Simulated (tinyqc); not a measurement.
What moves the Penn gap and the ionicity: Penn model of the dielectric constant and Phillips ionicity.

n = 32/a^3; Ep^2 = 8 pi c e2 n with c = hbar^2/2m0, e2 = e^2/(4 pi eps0); EF = c (3 pi^2 n)^(2/3); eps = 1 + (Ep/Eg)^2 S with S = 1 - Eg/(4 EF) + (Eg/(4 EF))^2/3, Eg the Penn gap. Core d shells are left out.

Phillips: bond length d = sqrt(3) a/4; homopolar gap Eh = 39.74 d^(-2.48) eV (d in angstrom); Eg^2 = Eh^2 + C^2; ionicity fi = C^2/Eg^2.

Constants: hbar^2/2m0 = 3.80998211 eV angstrom^2; e^2/(4 pi eps0) = 14.39964547 eV angstrom.

Values chosen for the exercise (out of a larger set: near those of SiC; not measured data): a = 4.37 angstrom (cubic lattice constant, 32 valence electrons a cell); ei = 6.61 (high-frequency dielectric constant).

Eg from ei; fi = 1 - (Eh/Eg)^2, printed even where negative.

Results for these values:
```
case  Ep (eV)  Eg (eV)  Eh (eV)     fi
base   22.994    9.138    8.172  0.200
```

What happens to each result for ei = 5.95, all else kept?

Answer: Ep does not change at the printed digits; Eg rises from 9.138 to 9.692; Eh does not change at the printed digits; fi rises from 0.200 to 0.289.

The same for each parameter in turn:
```
case                Ep (eV)  Eg (eV)  Eh (eV)     fi
base                 22.994    9.138    8.172  0.200
a = 4.457 angstrom   22.324    8.867    7.782  0.230
ei = 5.95            22.994    9.692    8.172  0.289
```

With the tabulated Phillips C of about 3.9 eV, fi would be 0.19; this model leaves out the d-shell factor.

Computed by tinyqc, a small Python program: `OMP_NUM_THREADS=1 python tinyqc.py 1650010 1650011 out.jsonl` (the numbers bound the seed that draws the inputs); one thread of a shared host (Intel(R) Xeon(R) Processor @ 2.30GHz), about 0.01 s for the whole set of steps.
